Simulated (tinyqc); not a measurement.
Inside a calculation. Model: rectangular fin or nanosheet with a gate all round, subbands and threshold shift from confinement.

tinyqc, about 0.07 s, one thread, Intel Xeon 2.30GHz (shared host): `OMP_NUM_THREADS=1 python tinyqc.py 2350002 2350003 out.jsonl` Printed values are rounded.

Undoped body with a flat potential across it, hard walls, transport along x. One isotropic valley (g = 1, mx = my = mz = me). Non-parabolicity enters the subband edges through E (1 + al E) = gamma, so E = 2 gamma/(1 + sqrt(1 + 4 al gamma)); motion within a subband is taken as parabolic with the band-edge mass. Energies are counted from the bulk band edge.

Inputs (values chosen for the exercise); masses close to those of InAs: temperature T = 400 K; mass at the band edge me = 0.0229 m0; non-parabolicity al = 2.7 1/eV; width (along y) t = 12.7 nm; widening of the box by penetration into the insulator dl = 0.2 nm; height (along z) H = 19 nm.

Constants: q = 1.602176634e-19 C, kB = 1.380649e-23 J/K, hbar = 1.054571817e-34 J s, m0 = 9.1093837015e-31 kg, Vt = kB T/q, hbar^2/(2 m0) = 0.0380998212 eV nm^2. Results are converted to the units shown.

Range of the model: Non-parabolicity also makes carriers heavier within each subband, which is left out, so densities of states are understated at high energy.

## Lowest subbands

gamma = C pi^2 [a^2/(my (t + dl)^2) + b^2/(mz (H + dl)^2)], C = hbar^2/(2 m0). List the 5 lowest, labelled by quantum numbers, with degeneracy g and N_k: N_k = g sqrt(2 mx m0 kB T/(pi hbar^2)).

| subband | E_k (eV) | g | N_k (cm^-1) |
|---|---|---|---|
| 1,1 | 0.1103440 | 1 | 8.120781e5 |
| 1,2 | 0.1847207 | 1 | 8.120781e5 |
| 2,1 | 0.2586352 | 1 | 8.120781e5 |
| 1,3 | 0.2831292 | 1 | 8.120781e5 |
| 2,2 | 0.3112716 | 1 | 8.120781e5 |

## Threshold shift

Each subband has N_k = g sqrt(2 mx m0 kB T/(pi hbar^2)); without degeneracy n = exp(EF/Vt) sum N_k exp(-E_k/Vt). Classical value Nc times t H, Nc = sum over valleys of 2 g (m m0 kB T/(2 pi hbar^2))^1.5 with m = (mx my mz)^(1/3). Threshold shift dVT = Vt ln(classical value/sum N_k exp(-E_k/Vt)). Use the subbands listed.

shares, subband 1,1 to 2,2 (%): [87.81817, 10.15032, 1.18904, 0.58423, 0.25823]
sum N_k exp(-E_k/Vt) = 37647.83 cm^-1
Nc = 1.338854e17 cm^-3
classical value = 3.230656e5 cm^-1
dVT = 74.09459 mV

With all subbands dVT = 74.07 mV. The lowest edge lies at 110 meV; dVT is smaller than that, since sum N_k exp(-(E_k - E_1)/Vt) exceeds the classical value.
